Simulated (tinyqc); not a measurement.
Rectangular fin or nanosheet with a gate all round, subbands and threshold shift from confinement: two steps of the calculation.

Undoped body with a flat potential across it, hard walls, transport along x. One isotropic valley (g = 1, mx = my = mz = me). Non-parabolicity enters the subband edges through E (1 + al E) = gamma, so E = 2 gamma/(1 + sqrt(1 + 4 al gamma)); motion within a subband is taken as parabolic with the band-edge mass. Energies are counted from the bulk band edge.

Values chosen for this exercise; masses close to those of In0.53Ga0.47As: temperature T = 300 K; mass at the band edge me = 0.041 m0; non-parabolicity al = 1.2 1/eV; width (along y) t = 4.5 nm; widening of the box by penetration into the insulator dl = 0 nm; height (along z) H = 18 nm.

Constants: q = 1.602176634e-19 C, kB = 1.380649e-23 J/K, hbar = 1.054571817e-34 J s, m0 = 9.1093837015e-31 kg, Vt = kB T/q, hbar^2/(2 m0) = 0.0380998212 eV nm^2. Results are converted to the units shown.

Question 1. Lowest subbands. gamma = C pi^2 [a^2/(my (t + dl)^2) + b^2/(mz (H + dl)^2)], C = hbar^2/(2 m0). List the 5 lowest, labelled by quantum numbers, with degeneracy g and N_k: N_k = g sqrt(2 mx m0 kB T/(pi hbar^2)).

Give: E_k; g; N_k.

Answer 1.

| subband | E_k (eV) | g | N_k (cm^-1) |
|---|---|---|---|
| 1,1 | 0.3414 | 1 | 9.410e5 |
| 1,2 | 0.3867 | 1 | 9.410e5 |
| 1,3 | 0.4570 | 1 | 9.410e5 |
| 1,4 | 0.5469 | 1 | 9.410e5 |
| 1,5 | 0.6514 | 1 | 9.410e5 |

Question 2. Threshold shift. Each subband has N_k = g sqrt(2 mx m0 kB T/(pi hbar^2)); without degeneracy n = exp(EF/Vt) sum N_k exp(-E_k/Vt). Classical value Nc times t H, Nc = sum over valleys of 2 g (m m0 kB T/(2 pi hbar^2))^1.5 with m = (mx my mz)^(1/3). Threshold shift dVT = Vt ln(classical value/sum N_k exp(-E_k/Vt)). Use the subbands listed.

| subband | E_k (eV) | N_k (cm^-1) |
|---|---|---|
| 1,1 | 0.34137483 | 9.4102811e5 |
| 1,2 | 0.38669777 | 9.4102811e5 |
| 1,3 | 0.45702678 | 9.4102811e5 |
| 1,4 | 0.54690191 | 9.4102811e5 |
| 1,5 | 0.65140022 | 9.4102811e5 |

Find: shares; sum N_k exp(-E_k/Vt); Nc; classical value; dVT.

Answer 2.

shares, subband 1,1 to 1,5 (%): [84.389, 14.618, 0.963, 0.030, 0.001]
sum N_k exp(-E_k/Vt) = 2.0534 cm^-1
Nc = 2.0833e17 cm^-3
classical value = 1.6875e5 cm^-1
dVT = 292.56 mV

Range of the model: Non-parabolicity also makes carriers heavier within each subband, which is left out, so densities of states are understated at high energy.

tinyqc, about 0.08 s, one thread, Intel Xeon 2.30GHz (shared host): `OMP_NUM_THREADS=1 python tinyqc.py 2350119 2350120 out.jsonl`
